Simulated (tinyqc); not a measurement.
Thermal, flicker and telegraph noise of a field-effect transistor: one step, computed by the program tinyqc. Command: `OMP_NUM_THREADS=1 python tinyqc.py 3023785 3023786 out.jsonl noise walk`. One thread of a shared host (Intel(R) Xeon(R) Processor @ 2.30GHz), about 0.01 s of CPU time with the checks.

Strong inversion, threshold roll-off and channel-length modulation left out; noise sources are uncorrelated and are given as one-sided spectral densities. The drain voltage is 50 mV.

Task: Thermal noise and corner. C_ox = 3.9 eps_0/t; I = mu C_ox (W/L) V_ov V_D; g_m = I/V_ov; g_d0 = I/V_D. Thermal: S_I = 4 k_B T g_d0; input-referred S_V = S_I/g_m^2; corner f_c where flicker equals thermal. Total input noise from 1 Hz to f_c: sqrt(S_V,thermal [f_c ln(f_c/1 Hz) + f_c - 1 Hz]).

Inputs (values chosen for the exercise, modelled on a silicon n-channel):

| quantity | value | unit |
|---|---|---|
| width W | 0.47 | micrometre |
| length L | 180 | nm |
| electrical oxide thickness t | 4.6 | nm |
| mobility mu | 180 | cm^2/(V s) |
| overdrive V_ov | 0.36 | V |
| frequency f | 20 | Hz |
| temperature T | 400 | K |

Operating region: linear. Flicker model: number fluctuation.

g_m = 17.64101 microsiemens

flicker S_I = 4.339294e-19 A^2/Hz

drain current I = 6.350762 microampere

Constants: k_B = 1.380649e-23 J/K; eps_0 = 8.8541878128e-12 F/m; e = 1.602176634e-19 C.

Give: thermal S_I; input-referred thermal noise; corner frequency f_c; input noise up to f_c; full shot noise 2eI over thermal S_I.

Result:

thermal S_I = 2.806e-24 A^2/Hz

input-referred thermal noise = 94.95 nV/sqrt(Hz)

corner frequency f_c = 3.093e+06 Hz

input noise up to f_c = 666.8 microvolt

full shot noise 2eI over thermal S_I = 0.7253

At f the noise is flicker dominated (f_c/f = 155000).
